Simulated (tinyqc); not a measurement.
Inside a calculation. Model: interdiffusion in a binary couple: Darken equations, Kirkendall shift and Boltzmann-Matano analysis. Computed by tinyqc, a small Python program that keeps every step. Command: `OMP_NUM_THREADS=1 python tinyqc.py 3016388 3016389 out.jsonl darken walk`. One thread of a shared host (Intel(R) Xeon(R) Processor @ 2.30GHz), about 0.01 s of CPU time with the checks. Intermediate numbers are printed to about 6 digits and carried at full precision; extremes and crossings named in words are read from the listed rows.

x is the mole fraction of B; the molar volume is constant, and the two halves are long enough to count as infinite.

Inputs (values chosen for the exercise, for a model alloy A-B):

| quantity | value | unit |
|---|---|---|
| tracer diffusivity D*_A(0) | 4.8e-13 | m^2/s |
| tracer diffusivity D*_B(0) | 1.5e-12 | m^2/s |
| slope k of ln D* with x | 1.8 | - |
| regular-solution parameter W | -0.038 | eV |
| temperature T | 982 | K |
| left composition x_L | 0.13 | - |
| right composition x_R | 0.58 | - |
| time t | 27000 | s |
| composition x for the local step | 0.22 | - |

Vacancy-wind correction: none.

Constants: k_B = 8.617333262e-05 eV/K.

## Diffusivities at one composition

D*_i(x) = D*_i(0) exp(k x); thermodynamic factor Phi = 1 - 2 W x (1 - x)/(k_B T); intrinsic D_i = D*_i Phi; interdiffusion D~ = x D_A + (1 - x) D_B.

thermodynamic factor Phi = 1.15412

intrinsic D_A = 8.23135e-13 m^2/s

intrinsic D_B = 2.57230e-12 m^2/s

interdiffusion coefficient D~ at the local x = 2.18748e-12 m^2/s

A negative W (tendency to order or compound) speeds mixing: Phi is above 1.

## Composition profile

With lambda = z/sqrt(t), the profile solves d/dlambda (D~ dx/dlambda) + (lambda/2) dx/dlambda = 0 with x = x_L and x_R far to the left and right; z = 0 is the original interface. It is solved as a boundary-value problem in y = lambda/sqrt(D~ at the mean composition) on -12 < y < 12 (collocation, tolerance 1e-8). The last column is the error-function profile for a constant D~ taken at the mean composition.

D~ at the mean composition = 2.59919e-12 m^2/s

Profile at time t:

| y | z (um) | x | dx/dz (1/um) | x for constant D~ |
|---|---|---|---|---|
| -3.0 | -794.734 | 0.134206 | 3.65396e-05 | 0.137626 |
| -2.0 | -529.823 | 0.160180 | 1.86318e-04 | 0.165392 |
| -1.5 | -397.367 | 0.192871 | 3.09085e-04 | 0.194990 |
| -1.0 | -264.911 | 0.241492 | 4.19046e-04 | 0.237888 |
| -0.5 | -132.456 | 0.301541 | 4.77140e-04 | 0.292827 |
| 0.0 | 0.000 | 0.365091 | 4.72645e-04 | 0.355000 |
| 0.5 | 132.456 | 0.424574 | 4.19078e-04 | 0.417173 |
| 1.0 | 264.911 | 0.474900 | 3.38030e-04 | 0.472112 |
| 1.5 | 397.367 | 0.513799 | 2.49503e-04 | 0.515010 |
| 2.0 | 529.823 | 0.541337 | 1.68488e-04 | 0.544608 |
| 3.0 | 794.734 | 0.569683 | 5.81499e-05 | 0.572374 |

At the original interface x = 0.3651, against the mean 0.3550. D~ is 1.65 times as large at x_R as at x_L, so the profile is flatter and reaches further on the right.

## Boltzmann-Matano quantities at composition x

Read from the profile: the position z(x), the area -int_(x_L)^x z dx and the slope.

position z(x) = -318.689 um

area -int z dx from x_L to the local x = 44.7612 um

slope dx/dz at the local x = 3.78934e-04 1/um

## Boltzmann-Matano diffusivity

D~(x) = area/(2 t slope), with z counted from the original interface (the Matano plane); 1 um^2 = 1e-12 m^2.

D~ from the profile = 2.18748e-12 m^2/s

It returns the value of D~ 2.1875e-12 m^2/s that went in.

## Kirkendall markers

Lattice planes move with v = (D_B - D_A) dx/dz; markers from the original interface stay at one composition, where z_K = 2 t v.

marker position z_K = 61.4805 um

composition at the markers = 0.393583

number of solutions = 1

The markers move towards the B-rich side, the side that loses atoms of the faster species (B); vacancies flow the same way and may condense there as voids.

Checks made by the program: mass balance about the original interface (Matano plane at z = 0) (relative difference below 1e-10); Boltzmann-Matano against the Darken value (relative difference 1e-07).
